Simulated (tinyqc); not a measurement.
# Keating valence-force model of a tetrahedral crystal, step by step

A worked calculation. Computed by tinyqc, a small Python program that keeps every step. Command: `OMP_NUM_THREADS=1 python tinyqc.py 3029337 3029338 out.jsonl keating walk`. One thread of a shared host (Intel(R) Xeon(R) Processor @ 2.30GHz), about 0.03 s of CPU time with the checks. Intermediate numbers are printed to about 5 digits and carried at full precision; extremes and crossings named in words are read from the listed rows.

Atom A sits at 0 and atom B at a/4 (1,1,1) of an fcc lattice; the four bonds from A are t = a/4 (1,1,1), a/4 (1,-1,-1), a/4 (-1,1,-1), a/4 (-1,-1,1), of length d = sqrt(3) a/4. Energy: E = (3 alpha/(8 d^2)) sum over bonds (r.r - d^2)^2 + (3 beta/(8 d^2)) sum over pairs of bonds at one atom (r_i.r_j + d^2/3)^2, with beta_A for the six pairs at A and beta_B for the six at B. The cell holds two atoms, Omega = a^3/4. 1 N/m = 1 J/m^2.

Inputs (values chosen for the exercise, for a model crystal):

| quantity | value | unit |
|---|---|---|
| lattice constant a | 3.731 | angstrom |
| mass M_A | 26 | u |
| mass M_B | 29.8 | u |
| bond stretching alpha | 49.6 | N/m |
| bond bending beta_A | 8.37 | N/m |
| bond bending beta_B | 8.37 | N/m |
| Born charge Z* | 2.74 | e |
| eps_inf | 15.7 | - |
| mesh divisions n | 8 | - |
| temperature T | 400 | K |

Structure: zinc blende.

wave vector q (2 pi/a): 0.64  0.29  0.057

Constants: 1 eV/angstrom^2 = 16.02176634 J/m^2; nu for 1 eV/(angstrom^2 u) = 15.6333042 THz; 1 THz = 33.35640952 1/cm; e^2/(4 pi eps_0) = 14.39964548 eV angstrom; u = 1.6605390666e-27 kg; h x 1 THz = 4.135667696 meV; k_B = 8.617333262e-05 eV/K.

## Dynamical matrix at q

With displacements u exp(i q.r), each bracket changes by g.u, where g = (g_A, g_B): bond t, g = (-2 t, 2 t exp(i q.t)); pair (i, j) at A, g = (-(t_i + t_j), t_i exp(i q.t_j) + t_j exp(i q.t_i)); pair at B, g = (-t_i exp(-i q.t_j) - t_j exp(-i q.t_i), t_i + t_j). Then D_mn = sum over the 4 bonds and 12 pairs of (4 k/a^2) conj(g_m) g_n / sqrt(M_m M_n), with k = alpha or beta converted to eV/angstrom^2. Only the short-range forces enter; the Coulomb field of the charges is left out.

D(q) (eV/(angstrom^2 u)):
```
                   A x                A y                A z                B x
A x            0.60252   0.01437+0.00372i   0.00324+0.02238i  -0.24919+0.01727i
A y   0.01437-0.00372i            0.56145   0.00283+0.00675i   0.13681-0.01591i
A z   0.00324-0.02238i   0.00283-0.00675i            0.56780   0.02507-0.08682i
B x  -0.24919-0.01727i   0.13681+0.01591i   0.02507+0.08682i            0.52569
B y   0.13681+0.01591i  -0.24919-0.01727i   0.00779+0.27927i   0.01253+0.00324i
B z   0.02507+0.08682i   0.00779+0.27927i  -0.24919-0.01727i   0.00283+0.01953i

                   B y                B z
A x   0.13681-0.01591i   0.02507-0.08682i
A y  -0.24919+0.01727i   0.00779-0.27927i
A z   0.00779-0.27927i  -0.24919+0.01727i
B x   0.01253-0.00324i   0.00283-0.01953i
B y            0.48985   0.00247-0.00589i
B z   0.00247+0.00589i            0.49539
```

## Frequencies at q

Diagonalise the Hermitian matrix D. An eigenvalue lambda of D in eV/(angstrom^2 u) gives nu = 15.6333042 THz x sqrt(lambda). The weight on A is the sum of |e|^2 over the three components of atom A.

frequencies (THz): 4.869  5.811  8.847  13.761  15.250  15.325

weights on atom A: 0.45815  0.45430  0.41934  0.57885  0.53710  0.55226

The top mode has 55 % of its weight on A, the lighter atom.

## Elastic constants and internal strain

beta = (beta_A + beta_B)/2; C11 = (alpha + 3 beta)/a, C12 = (alpha - beta)/a, C44 = 4 alpha beta/(a (alpha + beta)); with the two sublattices clamped C44(0) = (alpha + beta)/a; internal-strain parameter zeta = (alpha - beta)/(alpha + beta); B = (C11 + 2 C12)/3.

C11 = 200.24 GPa

C12 = 110.51 GPa

C44 = 76.778 GPa

clamped C44(0) = 155.37 GPa

internal-strain parameter zeta = 0.71123

bulk modulus B = 140.42 GPa

Letting the sublattices shift lowers C44 by 51 %, which is zeta^2. With zeta near 1 a shear keeps the bond lengths and bends the angles. The model fixes 2 C44 (C11 + C12)/((C11 - C12)(C11 + 3 C12)) = 1.000 whatever alpha and beta are.

## Optical mode at the zone centre

beta = (beta_A + beta_B)/2; mu = M_A M_B/(M_A + M_B); lambda = 4 (alpha + beta)/mu with the springs in eV/angstrom^2; nu = 15.6333042 THz x sqrt(lambda).

reduced mass mu = 13.885 u

nu_TO at G = 15.961 THz

the same as a wavenumber = 532.39 1/cm

## LO-TO splitting

The long-range field adds 4 pi Z*^2 (e^2/(4 pi eps_0))/(eps_inf Omega mu) to lambda for the longitudinal mode at q -> 0; lambda = (nu/15.6333042 THz)^2; eps_0 = eps_inf (nu_LO/nu_TO)^2 (Lyddane-Sachs-Teller; here eps_0 is the static dielectric constant).

nu_LO at G = 19.288 THz

static dielectric constant = 22.929

The splitting is 20.8 % of nu_TO, and the lattice adds 7.23 to the dielectric constant.

## Frequencies at the zone boundary

The formulas are those given above.

Frequencies (THz) at points given in 2 pi/a:

| point | nu 1 | nu 2 | nu 3 | nu 4 | nu 5 | nu 6 |
|---|---|---|---|---|---|---|
| X (1, 0, 0) | 6.0478 | 6.0478 | 11.655 | 12.477 | 14.770 | 14.770 |
| L (0.5, 0.5, 0.5) | 4.2776 | 4.2776 | 10.614 | 13.026 | 15.377 | 15.377 |
| W (1, 0.5, 0) | 6.7037 | 6.7498 | 10.895 | 11.664 | 15.044 | 15.147 |
| K (0.75, 0.75, 0) | 5.5879 | 7.2585 | 10.800 | 12.057 | 14.950 | 15.191 |

At X the two longitudinal modes are split (11.65 and 12.48 THz) because each moves one sublattice alone.

## Lowest frequency at X

Take the lowest frequency at X = (1, 0, 0) 2 pi/a, the transverse acoustic (TA) mode.

TA frequency at X = 6.0478 THz

## Transverse acoustic branch against its sound line

The sound line is nu = v q/(2 pi) with v = sqrt(C44/rho), rho = (M_A + M_B)/Omega; the clamped line uses C44(0).

Frequencies (THz) along G-X:

| q (2 pi/a) | lowest branch | sound line, relaxed C44 | sound line, clamped C44(0) | third-lowest frequency | highest frequency |
|---|---|---|---|---|---|
| 0.05 | 0.4393 | 0.4396 | 0.625 | 0.710 | 15.955 |
| 0.15 | 1.3110 | 1.3187 | 1.876 | 2.121 | 15.907 |
| 0.30 | 2.5746 | 2.6374 | 3.752 | 4.193 | 15.752 |
| 0.45 | 3.7389 | 3.9562 | 5.628 | 6.169 | 15.517 |
| 0.60 | 4.7420 | 5.2749 | 7.504 | 8.007 | 15.240 |
| 0.75 | 5.5094 | 6.5936 | 9.380 | 9.668 | 14.980 |
| 0.90 | 5.9588 | 7.9123 | 11.256 | 11.095 | 14.807 |
| 1.00 | 6.0478 | 8.7914 | 12.506 | 11.655 | 14.770 |

At small q the branch follows the relaxed line (0.999 of it, against 0.703 of the clamped one): in a long shear wave the sublattices shift against each other. At X it reaches 69 % of the relaxed line. Real tetrahedral semiconductors have flatter TA branches than a Keating model fitted to their elastic constants, which needs longer-ranged terms to mend.

## Thermal sums on a mesh

Mesh: q = sum_i (m_i + 1/2)/n b_i, m_i = 0..n-1, with b = [[-1, 1, 1], [1, -1, 1], [1, 1, -1]] in 2 pi/a; sums over the six modes are averaged over the n^3 points and halved, per atom. With x = h nu/(k_B T) and n = 1/(exp(x) - 1) for each mode: F = k_B T [x/2 + ln(1 - exp(-x))], U = k_B T x (n + 1/2), S/k_B = x n - ln(1 - exp(-x)), C/k_B = x^2 n (n + 1). The acoustic share counts the three lowest modes at each q; zero-point energy = sum h nu/2.

free energy F = 19.874 meV/atom

entropy S = 2.8777 k_B/atom

heat capacity C = 2.5842 k_B/atom

acoustic share of C = 0.54941

zero-point energy = 65.496 meV/atom

C is 86 % of the classical value; the optical modes are partly excited.

Checks made by the program: slopes of the acoustic branches along [110] against C11, C12 and the relaxed C44 (relative difference 9e-07); zone-centre optical mode against D(q = 0) (relative difference below 1e-10); longitudinal modes at X against the diagonal of D (relative difference below 1e-10).
